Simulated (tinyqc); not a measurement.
Hubbard ring of 6 sites, step by step. Computed by tinyqc, a small Python program that keeps every step. Settings: hopping = 0.73, U = 3.6, mixing = 0.2, iteration cap = 58. Command: `OMP_NUM_THREADS=1 python tinyqc.py 22493 22494 out.jsonl` (the two numbers bound the seeds that draw the settings). One thread of a shared host (Intel(R) Xeon(R) Processor @ 2.60GHz), about 0.2 s of CPU time with the checks.

one-body matrix (hopping and site energies) (eV):
```
,1,2,3,4,5,6
1,-0.040000,-0.730000,0.000000,0.000000,0.000000,-0.730000
2,-0.730000,-0.060000,-0.730000,0.000000,0.000000,0.000000
3,0.000000,-0.730000,0.130000,-0.730000,0.000000,0.000000
4,0.000000,0.000000,-0.730000,-0.830000,-0.730000,0.000000
5,0.000000,0.000000,0.000000,-0.730000,-0.660000,-0.730000
6,-0.730000,0.000000,0.000000,0.000000,-0.730000,0.600000
```

U = 3.600000 eV

electrons, up and down: 2  1

n(up) at the start (a guess, not normalised): 1 0.333000, 2 0.333000, 3 0.333000, 4 0.333000, 5 0.333000, 6 0.333000

n(down) at the start (a guess): 1 0.167000, 2 0.167000, 3 0.167000, 4 0.167000, 5 0.167000, 6 0.167000

Each step fills the lowest levels of T + U n(other spin) and sets n(new) = n + mixing (n(out) - n); stop when output and input agree to 1e-8.

Course of the cycle:
```
iteration,E (eV),largest |n(out) - n(in)|,mean |n_up - n_down|
1,-3.13018661,2.76e-01,0.166667
2,-3.19790517,2.03e-01,0.166667
3,-3.23546639,1.56e-01,0.166667
4,-3.25802225,1.21e-01,0.169349
5,-3.27200409,9.35e-02,0.176849
6,-3.28118709,7.25e-02,0.183663
7,-3.28782063,5.95e-02,0.189900
8,-3.29322243,5.29e-02,0.195650
9,-3.29819402,4.80e-02,0.200984
10,-3.30327864,4.84e-02,0.205960
11,-3.30890323,5.14e-02,0.210616
...,...,...,...
48,-3.59550594,2.24e-02,0.434087
49,-3.59574562,2.04e-02,0.434210
50,-3.59594442,1.85e-02,0.434302
51,-3.59610938,1.68e-02,0.434370
52,-3.59624631,1.52e-02,0.434417
53,-3.59636000,1.38e-02,0.434449
54,-3.59645443,1.26e-02,0.434467
55,-3.59653289,1.14e-02,0.434476
56,-3.59659810,1.03e-02,0.434476
57,-3.59665230,9.38e-03,0.434470
58,-3.59669736,8.51e-03,0.434459
```

Can the last value be used, and what does the course show?

Not by the stop rule. Not converged within 58 iterations: the residual falls steadily but slowly, by a factor of about 0.91 a step. The lowest mean-field energy found from random starts is -3.59755 eV. Reruns (cap 100 unless said): mixing 0.5: converged in 80 to a higher stationary point (E = -3.59692); mixing 0.9: not converged; the original settings with a cap of 400: converged in 207 to a higher stationary point (E = -3.59692).
